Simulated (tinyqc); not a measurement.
Sensitivity of the reflectance: thin-film optics by transfer matrices.

Indices N = n + i k. Snell: N0 sin(theta) = N_j sin(theta_j), with Im(N_j cos theta_j) >= 0. Admittance y_j = N_j cos theta_j for s and N_j/cos theta_j for p. Phase delta_j = 2 pi N_j cos theta_j d_j/lambda. Layer matrix [[cos delta, -i sin delta/y], [-i y sin delta, cos delta]], multiplied from the top down to M. (B, C) = M (1, y_sub); r = (y0 B - C)/(y0 B + C), R = |r|^2, T = 4 Re y0 Re y_sub/|y0 B + C|^2, absorbed in the films 1 - R - T.

Values chosen for the exercise (indices near those of HfO2, SiO2 on Si; the results hold for these values, not for the real material): lam = 193 nm (vacuum wavelength); n0 = 1.44 (ambient index); n = (2.822, 1.588, 0.897) (n of HfO2, SiO2, substrate); k = (0.588, 0, 2.773) (k in the same order); d = (2, 16) nm (thicknesses, top first); theta = 45 degrees (angle of incidence).

R for both polarisations.

One parameter was then changed.

Results before and after:

| case | R_s | R_p | T_s |
|---|---|---|---|
| base | 0.2656 | 0.3158 | 0.3094 |
| changed | 0.1117 | 0.1427 | 0.1506 |

Which of these changes was made? (a) d = (7, 16) nm; (b) k = (0.588, 0, 3.06); (c) theta = 50 degrees; (d) lam = 198 nm; (e) n = (2.878, 1.588, 0.897).

Answer: (a) d = (7, 16) nm. Of the candidates, run in turn, only this one gives the changed row.

All candidates:

| case | R_s | R_p | T_s |
|---|---|---|---|
| base | 0.2656 | 0.3158 | 0.3094 |
| d = (7, 16) nm | 0.1117 | 0.1427 | 0.1506 |
| n = (2.878, 1.588, 0.897) | 0.2564 | 0.3121 | 0.3098 |
| k = (0.588, 0, 3.06) | 0.2936 | 0.3489 | 0.2794 |
| lam = 198 nm | 0.2773 | 0.3195 | 0.3125 |
| theta = 50 degrees | 0.2678 | 0.3300 | 0.2987 |

tinyqc: `OMP_NUM_THREADS=1 python tinyqc.py 1680991 1680992 out.jsonl`; about 0.01 s, one thread, shared Intel(R) Xeon(R) Processor @ 2.30GHz.
